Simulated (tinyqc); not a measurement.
Geometry relaxation of a small cluster: one step, computed by the program tinyqc.

E = sum_i {sum_j A exp(-p (r_ij/r0 - 1)) - xi sqrt(rho_i)}, rho_i = sum_j exp(-2 q (r_ij/r0 - 1)); the force on i is -sum_j w_ij (R_i - R_j)/r_ij with w_ij = -(2p/r0) A exp(-p (r_ij/r0 - 1)) + (xi q/r0) exp(-2 q (r_ij/r0 - 1)) (rho_i^(-1/2) + rho_j^(-1/2)).

Task: Energy and forces at the start. Evaluate E and the forces at the starting positions.

Inputs (values chosen for the exercise, for model atoms):
```
quantity     value      unit
length r0     2.38  angstrom
repulsion A    0.2        eV
hopping xi    2.36        eV
decay p       10.9         -
decay q        3.2         -
```

Potential: Gupta. Method: BFGS.

starting positions (angstrom):
```
           x      y      z
atom 1     0   0.08   -0.1
atom 2  2.34  -0.06   0.25
atom 3  2.02   2.05  -0.06
atom 4  0.12   2.14  -0.25
atom 5  1.09   1.19   1.51
atom 6  1.09   1.28  -1.41
```

Give: distances; energy at the start; forces.

Result:

distances (angstrom): 1-2 2.370, 1-3 2.822, 1-4 2.069, 1-5 2.239, 1-6 2.084, 2-3 2.157, 2-4 3.165, 2-5 2.171, 2-6 2.473, 3-4 1.912, 3-5 2.017, 3-6 1.811, 4-5 2.223, 4-6 1.740, 5-6 2.921

energy at the start = -17.93 eV

forces (eV/angstrom):
```
             x       y       z
atom 1   -0.62   -4.18    1.86
atom 2   -0.72   -0.74   -0.57
atom 3   19.51    9.21    9.94
atom 4  -23.11   15.64   14.80
atom 5   -1.84   -1.82    3.83
atom 6    6.78  -18.11  -29.86
```
